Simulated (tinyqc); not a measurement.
Surface photovoltage measurement of the minority-carrier diffusion length in a wafer: one step, computed by the program tinyqc. Command: `OMP_NUM_THREADS=1 python tinyqc.py 3130081 3130082 out.jsonl spv walk`. One thread of a shared host (Intel(R) Xeon(R) Processor @ 2.30GHz), about 0.01 s of CPU time with the checks.

Low injection, steady light, a depletion layer much thinner than 1/alpha and L. The excess density dn is taken at the front edge of the neutral region; light that reaches the back is lost.

Question. The linear plot. alpha = (84.732/lambda - 76.417)^2 per cm with lambda in micrometre (an empirical fit for silicon between 0.7 and 1.05 micrometre). Thick wafer: dn = Phi L/((S_f + D/L)(L + 1/alpha)). Finite wafer, with s = S_b L/D, w = W/L, a = alpha L: dn = [Phi a/(a^2 - 1)] [a - B - exp(-alpha W)(a - s)/(cosh w + s sinh w)]/(S_f + B D/L), B = (sinh w + s cosh w)/(cosh w + s sinh w). Readings y = (Phi/dn) (1 + noise x g) at 780, 830, 880, 920, 950, 975 and 995 nm; a least-squares line y = c (1/alpha + L_app) gives L_app = intercept/slope.

Inputs (values chosen for the exercise, modelled on p-type silicon at room temperature):

| quantity | value | unit |
|---|---|---|
| diffusion length L | 520 | micrometre |
| wafer thickness W | 525 | micrometre |
| diffusivity D | 28.2 | cm^2/s |
| front recombination velocity S_f | 6300 | cm/s |
| back recombination velocity S_b | 830000 | cm/s |
| photon flux entering | 3.8e+11 | 1/(cm^2 s) |
| relative noise of each reading | 0 | % |

normal deviates g for the noise: 0.25  1.37  2.00  0.96  0.28  2.47  1.44

Give: the table «Readings» with the columns 1/alpha (micrometre), y (cm/s), line (cm/s), for lambda (nm) = 780, 830, 880, 920, 950, 975, 995; slope; apparent length L_app; error of L_app (rounded to 0.001).

Answer.

Readings:

| lambda (nm) | 1/alpha (micrometre) | y (cm/s) | line (cm/s) |
|---|---|---|---|
| 780 | 9.6 | 7179 | 7139 |
| 830 | 15.2 | 7280 | 7255 |
| 880 | 25.3 | 7466 | 7467 |
| 920 | 40.7 | 7757 | 7787 |
| 950 | 61.3 | 8167 | 8217 |
| 975 | 90.9 | 8798 | 8836 |
| 995 | 130.9 | 9722 | 9670 |

slope = 20.87 cm/(s micrometre)

apparent length L_app = 332.5 micrometre

error of L_app (rounded to 0.001) = -36.058 %

Without noise the error would be -36.1 %, from the finite thickness at W/L = 1.0. S_f scales all readings alike and leaves L_app unchanged.
